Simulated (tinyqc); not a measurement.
Inside a calculation. Method: FCI on RHF in the sto-3g basis, frozen core, for B+, spin multiplicity 1. Computed by tinyqc, a small Python program that keeps every step (integrals from PySCF). Settings: charge = 1, multiplicity = 1, basis = sto-3g, method = RHF, frozen orbitals = 1, energy threshold = 1e-10, iteration cap = 64, orthogonalisation = symmetric, start = core, DIIS depth = 6, ci = FCI. Command: `OMP_NUM_THREADS=1 python tinyqc.py 29747 29748 out.jsonl` (the two numbers bound the seeds that draw the settings). One thread of a shared host (Intel(R) Xeon(R) Processor @ 2.60GHz), about 0.05 s of CPU time with the checks. The early iterations of the SCF are left out here.

## One-electron integrals

Geometry (angstrom):

| atom | x | y | z |
|---|---|---|---|
| B | 0.0000 | 0.0000 | 0.0000 |

Basis sto-3g: exponents (1/bohr^2) and contraction coefficients of normalised primitives:

| element | l (shell) | exponent | coefficient |
|---|---|---|---|
| B | s (1) | 48.7911 | 0.1543 |
| B | s (1) | 8.8874 | 0.5353 |
| B | s (1) | 2.4053 | 0.4446 |
| B | s (2) | 2.2370 | -0.1000 |
| B | s (2) | 0.5198 | 0.3995 |
| B | s (2) | 0.1691 | 0.7001 |
| B | p (3) | 2.2370 | 0.1559 |
| B | p (3) | 0.5198 | 0.6077 |
| B | p (3) | 0.1691 | 0.3920 |

Overlap, kinetic and nuclear-attraction integrals over the contracted functions; the nuclear repulsion is the sum of Za Zb / Rab.

nuclear repulsion = 0 hartree

overlap S:
```
         1B 1s   1B 2s  1B 2px  1B 2py  1B 2pz
1B 1s   1.0000  0.2693  0.0000  0.0000  0.0000
1B 2s   0.2693  1.0000  0.0000  0.0000  0.0000
1B 2px  0.0000  0.0000  1.0000  0.0000  0.0000
1B 2py  0.0000  0.0000  0.0000  1.0000  0.0000
1B 2pz  0.0000  0.0000  0.0000  0.0000  1.0000
```

kinetic energy T (hartree):
```
          1B 1s    1B 2s  1B 2px  1B 2py  1B 2pz
1B 1s   10.8263  -0.0480  0.0000  0.0000  0.0000
1B 2s   -0.0480   0.3592  0.0000  0.0000  0.0000
1B 2px   0.0000   0.0000  1.1239  0.0000  0.0000
1B 2py   0.0000   0.0000  0.0000  1.1239  0.0000
1B 2pz   0.0000   0.0000  0.0000  0.0000  1.1239
```

nuclear attraction V (hartree):
```
           1B 1s    1B 2s   1B 2px   1B 2py   1B 2pz
1B 1s   -23.1474  -3.1394   0.0000   0.0000   0.0000
1B 2s    -3.1394  -3.7716   0.0000   0.0000   0.0000
1B 2px    0.0000   0.0000  -3.7414   0.0000   0.0000
1B 2py    0.0000   0.0000   0.0000  -3.7414   0.0000
1B 2pz    0.0000   0.0000   0.0000   0.0000  -3.7414
```

core Hamiltonian H = T + V (hartree):
```
           1B 1s    1B 2s   1B 2px   1B 2py   1B 2pz
1B 1s   -12.3211  -3.1873   0.0000   0.0000   0.0000
1B 2s    -3.1873  -3.4125   0.0000   0.0000   0.0000
1B 2px    0.0000   0.0000  -2.6176   0.0000   0.0000
1B 2py    0.0000   0.0000   0.0000  -2.6176   0.0000
1B 2pz    0.0000   0.0000   0.0000   0.0000  -2.6176
```

## Two-electron integrals

Functions are numbered as in S; the eight-fold symmetry (ij|kl) = (ji|kl) = (kl|ij) leaves the list below.

Two-electron integrals (ij|kl) in chemists' order, unique and non-zero (hartree):
```
(11|11) 2.9235   (21|11) 0.5184   (21|21) 0.1093   (22|11) 0.7442
(22|21) 0.1932   (22|22) 0.5448   (31|31) 0.0203   (32|31) 0.0300
(32|32) 0.1203   (33|11) 0.7425   (33|21) 0.1932   (33|22) 0.5447
(33|33) 0.5868   (41|41) 0.0203   (42|41) 0.0300   (42|42) 0.1203
(43|43) 0.0316   (44|11) 0.7425   (44|21) 0.1932   (44|22) 0.5447
(44|33) 0.5235   (44|44) 0.5868   (51|51) 0.0203   (52|51) 0.0300
(52|52) 0.1203   (53|53) 0.0316   (54|54) 0.0316   (55|11) 0.7425
(55|21) 0.1932   (55|22) 0.5447   (55|33) 0.5235   (55|44) 0.5235
(55|55) 0.5868
```

## Orthogonalisation

S = U s U^T; symmetric (Loewdin) form X = U s^(-1/2) U^T, so that X^T S X = 1.

eigenvalues of S: 0.7307  1.0000  1.0000  1.0000  1.2693

X:
```
          1B 1s    1B 2s  1B 2px  1B 2py  1B 2pz
1B 1s    1.0287  -0.1411  0.0000  0.0000  0.0000
1B 2s   -0.1411   1.0287  0.0000  0.0000  0.0000
1B 2px   0.0000   0.0000  1.0000  0.0000  0.0000
1B 2py   0.0000   0.0000  0.0000  1.0000  0.0000
1B 2pz   0.0000   0.0000  0.0000  0.0000  1.0000
```

## Iteration 2 (converged): orbitals

converged F (hartree):
```
          1B 1s    1B 2s   1B 2px   1B 2py   1B 2pz
1B 1s   -7.9829  -2.2992   0.0000   0.0000   0.0000
1B 2s   -2.2992  -1.4502   0.0000   0.0000   0.0000
1B 2px   0.0000   0.0000  -0.2005   0.0000   0.0000
1B 2py   0.0000   0.0000   0.0000  -0.2005   0.0000
1B 2pz   0.0000   0.0000   0.0000   0.0000  -0.2005
```

Diagonalise F' = X^T F X, C = X C', fill 2 alpha and 2 beta electrons from the bottom; D = 2 C_occ C_occ^T. Each column has its largest component positive (the first on a tie).

F' = X^T F X (hartree):
```
         1        2        3        4        5
1  -7.8095  -1.1094   0.0000   0.0000   0.0000
2  -1.1094  -1.0261   0.0000   0.0000   0.0000
3   0.0000   0.0000  -0.2005   0.0000   0.0000
4   0.0000   0.0000   0.0000  -0.2005   0.0000
5   0.0000   0.0000   0.0000   0.0000  -0.2005
```

orbital energies (hartree): MO1 -7.9863, MO2 -0.8493, MO3 -0.2005, MO4 -0.2005, MO5 -0.2005

coefficients C:
```
           MO1      MO2     MO3     MO4     MO5
1B 1s   0.9937  -0.3013  0.0000  0.0000  0.0000
1B 2s   0.0225   1.0381  0.0000  0.0000  0.0000
1B 2px  0.0000   0.0000  1.0000  0.0000  0.0000
1B 2py  0.0000   0.0000  0.0000  1.0000  0.0000
1B 2pz  0.0000   0.0000  0.0000  0.0000  1.0000
```

D after iteration 2:
```
          1B 1s    1B 2s  1B 2px  1B 2py  1B 2pz
1B 1s    2.1564  -0.5808  0.0000  0.0000  0.0000
1B 2s   -0.5808   2.1564  0.0000  0.0000  0.0000
1B 2px   0.0000   0.0000  0.0000  0.0000  0.0000
1B 2py   0.0000   0.0000  0.0000  0.0000  0.0000
1B 2pz   0.0000   0.0000  0.0000  0.0000  0.0000
```

Within a degenerate level the vectors are fixed only up to a rotation; this is one choice.

## Convergence

Stop when the energy changes by less than 1e-10 hartree and every element of the error matrix X^T (F D S - S D F) X is below 3e-06.

Course of the cycle:

| iteration | E (hartree) | change | largest element of the error matrix |
|---|---|---|---|
| 1 | -23.948470 | - | 1.87e-15 |
| 2 | -23.948470 | 1.42e-14 | 0.0000 |

PySCF RHF in the same basis = -23.948470 hartree

Converged in 2 iterations.

## Integrals over molecular orbitals

(pq|rs) = sum C_ip C_jq C_kr C_ls (ij|kl), one index at a time.

one-electron integrals over orbitals h = C^T H C (hartree):
```
          1        2        3        4        5
1  -12.3107   0.3428   0.0000   0.0000   0.0000
2    0.3428  -2.8022   0.0000   0.0000   0.0000
3    0.0000   0.0000  -2.6176   0.0000   0.0000
4    0.0000   0.0000   0.0000  -2.6176   0.0000
5    0.0000   0.0000   0.0000   0.0000  -2.6176
```

Two-electron integrals over orbitals (pq|rs), unique and non-zero (hartree); the lowest 1 orbital is frozen and left out:
```
(22|22) 0.5259   (32|32) 0.1128   (33|22) 0.5335   (33|33) 0.5868
(42|42) 0.1128   (43|43) 0.0316   (44|22) 0.5335   (44|33) 0.5235
(44|44) 0.5868   (52|52) 0.1128   (53|53) 0.0316   (54|54) 0.0316
(55|22) 0.5335   (55|33) 0.5235   (55|44) 0.5235   (55|55) 0.5868
```

## FCI: determinants and Hamiltonian

one-electron integrals dressed by the frozen orbital, h + 2 (pq|11) - (p1|1q) (hartree):
```
         2        3        4        5
2  -1.3751   0.0000   0.0000   0.0000
3   0.0000  -1.1548   0.0000   0.0000
4   0.0000   0.0000  -1.1548   0.0000
5   0.0000   0.0000   0.0000  -1.1548
```

energy of the frozen orbital, 2 h_11 + (11|11) = -21.724081 hartree

Hartree-Fock energy = -23.948470 hartree

Slater-Condon rules over spin orbitals, with the nuclear repulsion and the energy of the frozen orbital added and E(HF) subtracted on the diagonal. Only determinants linked to the reference directly or through others are kept (one block of an abelian symmetry group), so some states are absent.

Occupation strings over the orbitals (2 doubly, a alpha, b beta, 0 empty; spin orbitals ordered 1a 1b 2a 2b ...): 22000 20200 20020 20002

H - E(HF) between determinants (hartree):
```
        22000   20200   20020   20002
22000  0.0000  0.1128  0.1128  0.1128
20200  0.1128  0.5016  0.0316  0.0316
20020  0.1128  0.0316  0.5016  0.0316
20002  0.1128  0.0316  0.0316  0.5016
```

## FCI: roots

Diagonalise (each vector has its largest component positive (the first on a tie)); all determinants have Ms = 0, so triplets appear too. The lowest singlet root is the correlation energy.

lowest roots of this matrix, relative to E(HF) (hartree): -0.0610  0.4699  0.4699  0.6258

lowest vectors:
```
        root 1   root 2   root 3  root 4
22000   0.9546   0.0000   0.0000  0.2979
20200  -0.1720  -0.6289  -0.5208  0.5511
20020  -0.1720  -0.1366   0.8050  0.5511
20002  -0.1720   0.7654  -0.2842  0.5511
```

<S^2> of these roots: 0.0000  0.0000  0.0000  0.0000

weight of the ground state by excitation level 0, 1, 2, ...: 0.9112  0.0000  0.0888

Within a degenerate level the vectors are fixed only up to a rotation; this is one choice.
